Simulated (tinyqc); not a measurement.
Range and order of the fit: effective mass of the split-off band from tabulated energies.

c = hbar^2/2m0.
Constants: hbar^2/2m0 = 3.80998211 eV angstrom^2.

Energies along [110], from the band edge downward:
```
k (1/angstrom)   E (meV)
0.000000         0.00000
0.007000         0.89220
0.014000         3.66810
0.021000         8.63550
0.028000        16.32510
0.035000        27.45200
0.042000        42.74160
0.049000        62.63670
0.056000        87.10840
```

reference mass (curvature of the model at k = 0.0001 1/angstrom) = 0.211172 m0

Least-squares fits of E = a k^2 (+ b k^4 + d k^6) over points 1 to n, and the line y = c k^2/E against E; errors of m against the reference.

Results:
```
n  E at point n (meV)  one term (%)  two terms (%)  three terms (%)  line (%)  rms residual, one term (meV)
3                 8.6         -7.12           0.10             0.00     -0.19                         0.096
4                16.3        -11.71           0.25             0.04     -0.52                         0.300
5                27.5        -16.84           0.24             0.23     -1.12                         0.703
6                42.7        -22.03          -0.42             0.75     -2.04                         1.358
7                62.6        -26.82          -2.34             1.69     -3.25                         2.250
8                87.1        -30.90          -5.77             2.70     -4.69                         3.290
```

What can be read from this table?

The error of the parabola goes from -7.12 to -30.90 % as the range widens, and at n = 8 its residual, 3.29 meV, is only 3.8 % of the top energy: a small residual does not vouch for the mass. Over the full range (n = 8) the best form is three terms (2.70 %); the line errs by -0.19 % at n = 3 and -4.69 % at n = 8. Without scatter, a narrower range or a second term is the cure: at n = 8 the errors are -30.90, -5.77 and +2.70 % for one, two and three terms. Three terms on three points interpolate exactly.

(tinyqc, `OMP_NUM_THREADS=1 python tinyqc.py 1850485 1850486 out.jsonl`, Intel(R) Xeon(R) Processor @ 2.30GHz, 1 thread, shared host, about 0.01 s.)
